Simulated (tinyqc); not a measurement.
# Charges from the flat band at three thicknesses

Inverse problem. For a gate stack whose outer layer (permittivity e2) is made in three thicknesses t2, Vfb = V0 - (q/eps0) [Qb t2/e2 + r2 t2^2/(2 e2)], with Qb the sheet density of all charge below that layer and r2 the uniform density in it. Find V0, Qb and r2.

Parameters, values chosen for the exercise:
- e2 = 22.5 (relative permittivity of layer 2)

Constants: q = 1.602176634e-19 C, eps0 = 8.8541878128e-14 F/cm where lengths are in cm. Results are converted to the units shown.

t2 (nm): 2.5  4.3  8.8
Vfb (V): -0.99617204  -1.0979101  -1.3773351

Answer. A parabola through the three points gives the three coefficients.

V0 = -0.864 V
Qb = 6.28e12 cm^-2
r2 = 2.20e18 cm^-3

Program tinyqc, `OMP_NUM_THREADS=1 python tinyqc.py 2010041 2010042 out.jsonl`; Intel Xeon 2.30GHz, shared host, one thread, about 0.01 s.
